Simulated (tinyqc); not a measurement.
ROHF in the 6-31g basis, for H4, spin multiplicity 3, step by step (part 3 of 3). Computed by tinyqc, a small Python program that keeps every step (integrals from PySCF). Command: `OMP_NUM_THREADS=1 python tinyqc.py 29759 29760 out.jsonl` (the two numbers bound the seeds that draw the settings). One thread of a shared host (Intel(R) Xeon(R) Processor @ 2.60GHz), about 0.06 s of CPU time with the checks.

Geometry (angstrom):
```
atom         x         y         z
H     0.000000  0.000000  0.000000
H     0.000000  0.000000  0.935000
H     0.000000  1.736000  0.000000
H     0.000000  1.736000  0.935000
```

## Iteration 2: diagonalisation and new density

effective F (hartree), order 1H 1s, 1H 2s, 2H 1s, 2H 2s, 3H 1s, 3H 2s, 4H 1s, 4H 2s:
$$\begin{pmatrix}
0.025005 & -0.444032 & -0.389489 & -0.396614 & -0.100447 & -0.211852 & -0.029598 & -0.162339 \\
-0.444032 & -0.340508 & -0.396614 & -0.364083 & -0.211852 & -0.273169 & -0.162339 & -0.261130 \\
-0.389489 & -0.396614 & 0.025005 & -0.444032 & -0.029598 & -0.162339 & -0.100447 & -0.211852 \\
-0.396614 & -0.364083 & -0.444032 & -0.340508 & -0.162339 & -0.261130 & -0.211852 & -0.273169 \\
-0.100447 & -0.211852 & -0.029598 & -0.162339 & 0.025005 & -0.444032 & -0.389489 & -0.396614 \\
-0.211852 & -0.273169 & -0.162339 & -0.261130 & -0.444032 & -0.340508 & -0.396614 & -0.364083 \\
-0.029598 & -0.162339 & -0.100447 & -0.211852 & -0.389489 & -0.396614 & 0.025005 & -0.444032 \\
-0.162339 & -0.261130 & -0.211852 & -0.273169 & -0.396614 & -0.364083 & -0.444032 & -0.340508
\end{pmatrix}$$

X, order 1H 1s, 1H 2s, 2H 1s, 2H 2s, 3H 1s, 3H 2s, 4H 1s, 4H 2s:
$$\begin{pmatrix}
1.268404 & -0.524916 & -0.071515 & 0.036059 & 0.016451 & 0.039307 & 0.007655 & 0.005691 \\
-0.524916 & 1.896500 & 0.036059 & -0.818429 & 0.039307 & -0.422799 & 0.005691 & 0.175860 \\
-0.071515 & 0.036059 & 1.268404 & -0.524916 & 0.007655 & 0.005691 & 0.016451 & 0.039307 \\
0.036059 & -0.818429 & -0.524916 & 1.896500 & 0.005691 & 0.175860 & 0.039307 & -0.422799 \\
0.016451 & 0.039307 & 0.007655 & 0.005691 & 1.268404 & -0.524916 & -0.071515 & 0.036059 \\
0.039307 & -0.422799 & 0.005691 & 0.175860 & -0.524916 & 1.896500 & 0.036059 & -0.818429 \\
0.007655 & 0.005691 & 0.016451 & 0.039307 & -0.071515 & 0.036059 & 1.268404 & -0.524916 \\
0.005691 & 0.175860 & 0.039307 & -0.422799 & 0.036059 & -0.818429 & -0.524916 & 1.896500
\end{pmatrix}$$

Diagonalise F' = X^T F X, C = X C', fill 3 alpha and 1 beta electrons from the bottom; D(s) = C_occ C_occ^T. Each column has its largest component positive (the first on a tie).

F' = X^T F X (hartree):
$$\begin{pmatrix}
0.545995 & -0.585726 & -0.271729 & -0.083106 & 0.004818 & -0.068292 & 0.056343 & -0.009994 \\
-0.585726 & 0.288793 & -0.083106 & -0.170189 & -0.068292 & -0.135450 & -0.009994 & -0.040063 \\
-0.271729 & -0.083106 & 0.545995 & -0.585726 & 0.056343 & -0.009994 & 0.004818 & -0.068292 \\
-0.083106 & -0.170189 & -0.585726 & 0.288793 & -0.009994 & -0.040063 & -0.068292 & -0.135450 \\
0.004818 & -0.068292 & 0.056343 & -0.009994 & 0.545995 & -0.585726 & -0.271729 & -0.083106 \\
-0.068292 & -0.135450 & -0.009994 & -0.040063 & -0.585726 & 0.288793 & -0.083106 & -0.170189 \\
0.056343 & -0.009994 & 0.004818 & -0.068292 & -0.271729 & -0.083106 & 0.545995 & -0.585726 \\
-0.009994 & -0.040063 & -0.068292 & -0.135450 & -0.083106 & -0.170189 & -0.585726 & 0.288793
\end{pmatrix}$$

orbital energies (hartree): MO1 -0.633184, MO2 -0.338323, MO3 -0.031049, MO4 0.240418, MO5 0.845545, MO6 0.911702, MO7 1.160842, MO8 1.183200

coefficients C, order 1H 1s, 1H 2s, 2H 1s, 2H 2s, 3H 1s, 3H 2s, 4H 1s, 4H 2s:
$$\begin{pmatrix}
0.197136 & 0.246419 & 0.172386 & 0.141272 & -0.595300 & 0.618949 & -0.703256 & -0.715121 \\
0.193509 & 0.257052 & 0.713678 & 1.181541 & 0.666399 & -0.429537 & 0.824525 & 1.198880 \\
0.197136 & 0.246419 & -0.172386 & -0.141272 & -0.595300 & 0.618949 & 0.703256 & 0.715121 \\
0.193509 & 0.257052 & -0.713678 & -1.181541 & 0.666399 & -0.429537 & -0.824525 & -1.198880 \\
0.197136 & -0.246419 & 0.172386 & -0.141272 & 0.595300 & 0.618949 & -0.703256 & 0.715121 \\
0.193509 & -0.257052 & 0.713678 & -1.181541 & -0.666399 & -0.429537 & 0.824525 & -1.198880 \\
0.197136 & -0.246419 & -0.172386 & 0.141272 & 0.595300 & 0.618949 & 0.703256 & -0.715121 \\
0.193509 & -0.257052 & -0.713678 & 1.181541 & -0.666399 & -0.429537 & -0.824525 & 1.198880
\end{pmatrix}$$

D(alpha) after iteration 2, order 1H 1s, 1H 2s, 2H 1s, 2H 2s, 3H 1s, 3H 2s, 4H 1s, 4H 2s:
$$\begin{pmatrix}
0.129302 & 0.224518 & 0.069868 & -0.021538 & 0.007857 & 0.097833 & -0.051577 & -0.148223 \\
0.224518 & 0.612858 & -0.021538 & -0.405814 & 0.097833 & 0.480706 & -0.148223 & -0.537966 \\
0.069868 & -0.021538 & 0.129302 & 0.224518 & -0.051577 & -0.148223 & 0.007857 & 0.097833 \\
-0.021538 & -0.405814 & 0.224518 & 0.612858 & -0.148223 & -0.537966 & 0.097833 & 0.480706 \\
0.007857 & 0.097833 & -0.051577 & -0.148223 & 0.129302 & 0.224518 & 0.069868 & -0.021538 \\
0.097833 & 0.480706 & -0.148223 & -0.537966 & 0.224518 & 0.612858 & -0.021538 & -0.405814 \\
-0.051577 & -0.148223 & 0.007857 & 0.097833 & 0.069868 & -0.021538 & 0.129302 & 0.224518 \\
-0.148223 & -0.537966 & 0.097833 & 0.480706 & -0.021538 & -0.405814 & 0.224518 & 0.612858
\end{pmatrix}$$

D(beta) after iteration 2, order 1H 1s, 1H 2s, 2H 1s, 2H 2s, 3H 1s, 3H 2s, 4H 1s, 4H 2s:
$$\begin{pmatrix}
0.038863 & 0.038148 & 0.038863 & 0.038148 & 0.038863 & 0.038148 & 0.038863 & 0.038148 \\
0.038148 & 0.037446 & 0.038148 & 0.037446 & 0.038148 & 0.037446 & 0.038148 & 0.037446 \\
0.038863 & 0.038148 & 0.038863 & 0.038148 & 0.038863 & 0.038148 & 0.038863 & 0.038148 \\
0.038148 & 0.037446 & 0.038148 & 0.037446 & 0.038148 & 0.037446 & 0.038148 & 0.037446 \\
0.038863 & 0.038148 & 0.038863 & 0.038148 & 0.038863 & 0.038148 & 0.038863 & 0.038148 \\
0.038148 & 0.037446 & 0.038148 & 0.037446 & 0.038148 & 0.037446 & 0.038148 & 0.037446 \\
0.038863 & 0.038148 & 0.038863 & 0.038148 & 0.038863 & 0.038148 & 0.038863 & 0.038148 \\
0.038148 & 0.037446 & 0.038148 & 0.037446 & 0.038148 & 0.037446 & 0.038148 & 0.037446
\end{pmatrix}$$

## Iteration 8 (converged): orbitals

converged F (hartree), order 1H 1s, 1H 2s, 2H 1s, 2H 2s, 3H 1s, 3H 2s, 4H 1s, 4H 2s:
$$\begin{pmatrix}
0.025894 & -0.443756 & -0.394218 & -0.397298 & -0.101767 & -0.212221 & -0.032878 & -0.162983 \\
-0.443756 & -0.337010 & -0.397298 & -0.360244 & -0.212221 & -0.270288 & -0.162983 & -0.257725 \\
-0.394218 & -0.397298 & 0.025894 & -0.443756 & -0.032878 & -0.162983 & -0.101767 & -0.212221 \\
-0.397298 & -0.360244 & -0.443756 & -0.337010 & -0.162983 & -0.257725 & -0.212221 & -0.270288 \\
-0.101767 & -0.212221 & -0.032878 & -0.162983 & 0.025894 & -0.443756 & -0.394218 & -0.397298 \\
-0.212221 & -0.270288 & -0.162983 & -0.257725 & -0.443756 & -0.337010 & -0.397298 & -0.360244 \\
-0.032878 & -0.162983 & -0.101767 & -0.212221 & -0.394218 & -0.397298 & 0.025894 & -0.443756 \\
-0.162983 & -0.257725 & -0.212221 & -0.270288 & -0.397298 & -0.360244 & -0.443756 & -0.337010
\end{pmatrix}$$

As before.

F' = X^T F X (hartree):
$$\begin{pmatrix}
0.548364 & -0.586435 & -0.277983 & -0.083538 & 0.004162 & -0.068949 & 0.052526 & -0.010371 \\
-0.586435 & 0.290313 & -0.083538 & -0.166708 & -0.068949 & -0.134833 & -0.010371 & -0.036884 \\
-0.277983 & -0.083538 & 0.548364 & -0.586435 & 0.052526 & -0.010371 & 0.004162 & -0.068949 \\
-0.083538 & -0.166708 & -0.586435 & 0.290313 & -0.010371 & -0.036884 & -0.068949 & -0.134833 \\
0.004162 & -0.068949 & 0.052526 & -0.010371 & 0.548364 & -0.586435 & -0.277983 & -0.083538 \\
-0.068949 & -0.134833 & -0.010371 & -0.036884 & -0.586435 & 0.290313 & -0.083538 & -0.166708 \\
0.052526 & -0.010371 & 0.004162 & -0.068949 & -0.277983 & -0.083538 & 0.548364 & -0.586435 \\
-0.010371 & -0.036884 & -0.068949 & -0.134833 & -0.083538 & -0.166708 & -0.586435 & 0.290313
\end{pmatrix}$$

orbital energies (hartree): MO1 -0.632940, MO2 -0.337554, MO3 -0.030743, MO4 0.242635, MO5 0.846570, MO6 0.911896, MO7 1.167797, MO8 1.187044

coefficients C, order 1H 1s, 1H 2s, 2H 1s, 2H 2s, 3H 1s, 3H 2s, 4H 1s, 4H 2s:
$$\begin{pmatrix}
0.200678 & 0.246571 & 0.167989 & 0.139536 & -0.595238 & 0.617809 & -0.704319 & -0.715462 \\
0.191046 & 0.256883 & 0.718815 & 1.184447 & 0.666464 & -0.430639 & 0.820050 & 1.196009 \\
0.200678 & 0.246571 & -0.167989 & -0.139536 & -0.595238 & 0.617809 & 0.704319 & 0.715462 \\
0.191046 & 0.256883 & -0.718815 & -1.184447 & 0.666464 & -0.430639 & -0.820050 & -1.196009 \\
0.200678 & -0.246571 & 0.167989 & -0.139536 & 0.595238 & 0.617809 & -0.704319 & 0.715462 \\
0.191046 & -0.256883 & 0.718815 & -1.184447 & -0.666464 & -0.430639 & 0.820050 & -1.196009 \\
0.200678 & -0.246571 & -0.167989 & 0.139536 & 0.595238 & 0.617809 & 0.704319 & -0.715462 \\
0.191046 & -0.256883 & -0.718815 & 1.184447 & -0.666464 & -0.430639 & -0.820050 & 1.196009
\end{pmatrix}$$

D(alpha) after iteration 8, order 1H 1s, 1H 2s, 2H 1s, 2H 2s, 3H 1s, 3H 2s, 4H 1s, 4H 2s:
$$\begin{pmatrix}
0.129289 & 0.222432 & 0.072848 & -0.019075 & 0.007695 & 0.095752 & -0.048746 & -0.145754 \\
0.222432 & 0.619182 & -0.019075 & -0.414207 & 0.095752 & 0.487204 & -0.145754 & -0.546185 \\
0.072848 & -0.019075 & 0.129289 & 0.222432 & -0.048746 & -0.145754 & 0.007695 & 0.095752 \\
-0.019075 & -0.414207 & 0.222432 & 0.619182 & -0.145754 & -0.546185 & 0.095752 & 0.487204 \\
0.007695 & 0.095752 & -0.048746 & -0.145754 & 0.129289 & 0.222432 & 0.072848 & -0.019075 \\
0.095752 & 0.487204 & -0.145754 & -0.546185 & 0.222432 & 0.619182 & -0.019075 & -0.414207 \\
-0.048746 & -0.145754 & 0.007695 & 0.095752 & 0.072848 & -0.019075 & 0.129289 & 0.222432 \\
-0.145754 & -0.546185 & 0.095752 & 0.487204 & -0.019075 & -0.414207 & 0.222432 & 0.619182
\end{pmatrix}$$

D(beta) after iteration 8, order 1H 1s, 1H 2s, 2H 1s, 2H 2s, 3H 1s, 3H 2s, 4H 1s, 4H 2s:
$$\begin{pmatrix}
0.040272 & 0.038339 & 0.040272 & 0.038339 & 0.040272 & 0.038339 & 0.040272 & 0.038339 \\
0.038339 & 0.036498 & 0.038339 & 0.036498 & 0.038339 & 0.036498 & 0.038339 & 0.036498 \\
0.040272 & 0.038339 & 0.040272 & 0.038339 & 0.040272 & 0.038339 & 0.040272 & 0.038339 \\
0.038339 & 0.036498 & 0.038339 & 0.036498 & 0.038339 & 0.036498 & 0.038339 & 0.036498 \\
0.040272 & 0.038339 & 0.040272 & 0.038339 & 0.040272 & 0.038339 & 0.040272 & 0.038339 \\
0.038339 & 0.036498 & 0.038339 & 0.036498 & 0.038339 & 0.036498 & 0.038339 & 0.036498 \\
0.040272 & 0.038339 & 0.040272 & 0.038339 & 0.040272 & 0.038339 & 0.040272 & 0.038339 \\
0.038339 & 0.036498 & 0.038339 & 0.036498 & 0.038339 & 0.036498 & 0.038339 & 0.036498
\end{pmatrix}$$

## Convergence

Stop when the energy changes by less than 1e-09 hartree and every element of the error matrix X^T (F D S - S D F) X is below 9e-06.

Course of the cycle:
```
iteration  E (hartree)     change  largest element of the error matrix
1          -1.69354129          -                             1.71e-01
2          -1.94147726  -2.48e-01                             2.67e-02
3          -1.94456122  -3.08e-03                             5.13e-03
4          -1.94467615  -1.15e-04                             9.96e-04
5          -1.94468048  -4.33e-06                             1.94e-04
6          -1.94468064  -1.63e-07                             3.77e-05
7          -1.94468065  -6.18e-09                             7.33e-06
8          -1.94468065  -2.34e-10                             1.43e-06
```

PySCF ROHF in the same basis = -1.94468065 hartree

Converged in 8 iterations.

## Populations, bond orders and dipole

overlap S, order 1H 1s, 1H 2s, 2H 1s, 2H 2s, 3H 1s, 3H 2s, 4H 1s, 4H 2s:
$$\begin{pmatrix}
1.000000 & 0.658292 & 0.297381 & 0.436737 & 0.022102 & 0.160348 & 0.007971 & 0.106562 \\
0.658292 & 1.000000 & 0.436737 & 0.777441 & 0.160348 & 0.419856 & 0.106562 & 0.326413 \\
0.297381 & 0.436737 & 1.000000 & 0.658292 & 0.007971 & 0.106562 & 0.022102 & 0.160348 \\
0.436737 & 0.777441 & 0.658292 & 1.000000 & 0.106562 & 0.326413 & 0.160348 & 0.419856 \\
0.022102 & 0.160348 & 0.007971 & 0.106562 & 1.000000 & 0.658292 & 0.297381 & 0.436737 \\
0.160348 & 0.419856 & 0.106562 & 0.326413 & 0.658292 & 1.000000 & 0.436737 & 0.777441 \\
0.007971 & 0.106562 & 0.022102 & 0.160348 & 0.297381 & 0.436737 & 1.000000 & 0.658292 \\
0.106562 & 0.326413 & 0.160348 & 0.419856 & 0.436737 & 0.777441 & 0.658292 & 1.000000
\end{pmatrix}$$

Mulliken: Z minus the diagonal of D S on the atom; Loewdin: the same with S^(1/2) D S^(1/2); Mayer order: 2 sum_s sum (D(s) S)_ij (D(s) S)_ji over the two atoms.

Charges (e):
```
atom  Mulliken  Loewdin  Mulliken spin
1H           0        0       0.500000
2H           0        0       0.500000
3H           0        0       0.500000
4H           0        0       0.500000
```

Mayer bond orders:
```
pair     order
2-1   0.206293
3-1   0.287564
3-2   0.207111
4-1   0.207111
4-2   0.287564
4-3   0.206293
```

dipole moment about the origin, x y z (debye): [0.000000, 0.000000, 0.000000]
